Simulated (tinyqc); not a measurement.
Worked calculation: extended Hueckel theory, for H6-. The parameters take no account of the charge, which enters only through the electron count, and nothing here shows that the anion is bound. One step of it, computed by the program tinyqc.

Problem. Orbitals. Solve H C = S C e through S^(-1/2); fill by pairs from the bottom, a degenerate level sharing its electrons equally; each orbital has its largest coefficient positive (the first on a tie).

H (eV), lower triangle:
```
            1H 1s       2H 1s       3H 1s       4H 1s       5H 1s       6H 1s
1H 1s  -13.600000
2H 1s  -13.331964  -13.600000
3H 1s   -2.428679   -9.165848  -13.600000
4H 1s   -0.520704   -2.428679  -13.331964  -13.600000
5H 1s   -0.051657   -0.295704   -2.428679   -9.165848  -13.600000
6H 1s   -0.007593   -0.051768   -0.521689   -2.432824  -13.347511  -13.600000
```

overlap S, lower triangle:
```
          1H 1s     2H 1s     3H 1s     4H 1s     5H 1s     6H 1s
1H 1s  1.000000
2H 1s  0.560167  1.000000
3H 1s  0.102045  0.385120  1.000000
4H 1s  0.021878  0.102045  0.560167  1.000000
5H 1s  0.002170  0.012425  0.102045  0.385120  1.000000
6H 1s  0.000319  0.002175  0.021920  0.102220  0.560820  1.000000
```

valence electrons = 7

Give: orbital energies; occupations; coefficients; sum of one-electron energies.

Solution.

orbital energies (eV): -18.748  -17.460  -15.109  -5.346  3.020  14.634

occupations: 2.000  2.000  2.000  1.000  0.000  0.000

coefficients:
```
         MO1     MO2     MO3     MO4     MO5     MO6
1H 1s  0.200   0.376   0.437   0.621  -0.717  -0.472
2H 1s  0.284   0.393   0.229  -0.413   0.851   0.769
3H 1s  0.356   0.121  -0.428  -0.591  -0.278  -1.032
4H 1s  0.356  -0.121  -0.428   0.592  -0.274   1.033
5H 1s  0.284  -0.393   0.229   0.411   0.851  -0.772
6H 1s  0.201  -0.376   0.436  -0.620  -0.718   0.474
```

sum of one-electron energies = -107.981 eV
